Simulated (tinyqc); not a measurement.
A chain with two barriers and dephasing by Buettiker voltage probes: one step of the calculation.

Sites 1 to 4 form a chain with hopping -t. Lead L joins site 1 and lead R site 4, both semi-infinite chains with hopping -t and site energy 0. Every site carries a probe with self-energy -i Gamma_p/2 that draws no net current. Linear response at zero temperature: mu_L = 1, mu_R = 0 in units of the bias.

Task. Probe potentials and effective transmission. No current into probe p: W mu = T_pL with W_pp = T_pL + T_pR + sum_q T_pq and W_pq = -T_pq. Then T_eff = T_RL + sum_p T_pR mu_p, and the resistance is (h/2q^2)/T_eff.

Constants: q = 1.602176634e-19 C, h = 6.62607015e-34 J s. Results are converted to the units shown.

T_RL = 0.36202339

```
probe	T_pL	T_pR
1	0.04345877	0.02292696
2	0.20689343	0.18793894
3	0.22686892	0.18200361
4	0.02292696	0.03465941
```

T_pq:
```
	1	2	3	4
1	0.00000000	0.01310257	0.01436762	0.00145197
2	0.01310257	0.00000000	0.11777555	0.01190218
3	0.01436762	0.11777555	0.00000000	0.01152630
4	0.00145197	0.01190218	0.01152630	0.00000000
```

Wanted: W; mu_p; T_eff; resistance.

Result.

W:
```
	1	2	3	4
1	0.09531	-0.01310	-0.01437	-0.00145
2	-0.01310	0.53761	-0.11778	-0.01190
3	-0.01437	-0.11778	0.55254	-0.01153
4	-0.00145	-0.01190	-0.01153	0.08247
```

mu_p, probe 1 to 4: 0.61831  0.52993  0.54885  0.44210
T_eff = 0.59101
resistance = 21.838 kohm

tinyqc, about 0.01 s, one thread, Intel Xeon 2.30GHz (shared host): `OMP_NUM_THREADS=1 python tinyqc.py 2700041 2700042 out.jsonl`
